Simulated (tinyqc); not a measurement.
Energy and delay of logic against supply voltage: one step of the calculation.

One expression serves below and above threshold: I(Vg) = Ik [ln(1 + exp((Vg - VT + dd V)/(al nf Vt)))]^al, with I_on = I(V) and I_off = I(0). Gate delay td = kd C V/I_on, clock period LD td. Per gate and cycle the switching energy is act C V^2 and the leakage energy I_off V LD td. No short-circuit current, no variation. Minima are sought above 0.09 V; below a few Vt gates no longer switch and the model has no meaning.

Question. Currents, delay and energies. I_on, I_off, td, clock frequency 1/(LD td), both energies and their sum.

Parameters, values chosen for the exercise; values of the order met in logic technologies:
```
symbol  value  unit                               meaning
T         300     K                           temperature
VT       0.39     V  threshold voltage at zero drain bias
nf       1.23                                slope factor
dd       0.11         barrier lowering per volt of supply
Ik       0.55    uA            specific current of a gate
al       1.54                 exponent of the current law
C         1.5    fF            load capacitance of a gate
kd        0.8                                delay factor
LD         40                                 logic depth
act      0.05                             activity factor
V        0.44     V                        supply voltage
```

Constants: q = 1.602176634e-19 C, kB = 1.380649e-23 J/K, Vt = kB T/q. Results are converted to the units shown.

Wanted: I_on; I_off; td; clock frequency; switching energy; leakage energy; energy.

Answer.

I_on = 1.7689 uA
I_off = 0.011871 nA
td = 298.48 ps
clock frequency = 0.083757 GHz
switching energy = 14.520 aJ
leakage energy = 0.062364 aJ
energy = 14.582 aJ

I_on/I_off = 1.49e5; leakage makes up 0.428 % of the energy.

Program tinyqc, `OMP_NUM_THREADS=1 python tinyqc.py 2082138 2082139 out.jsonl`; Intel Xeon 2.30GHz, shared host, one thread, about 0.01 s.
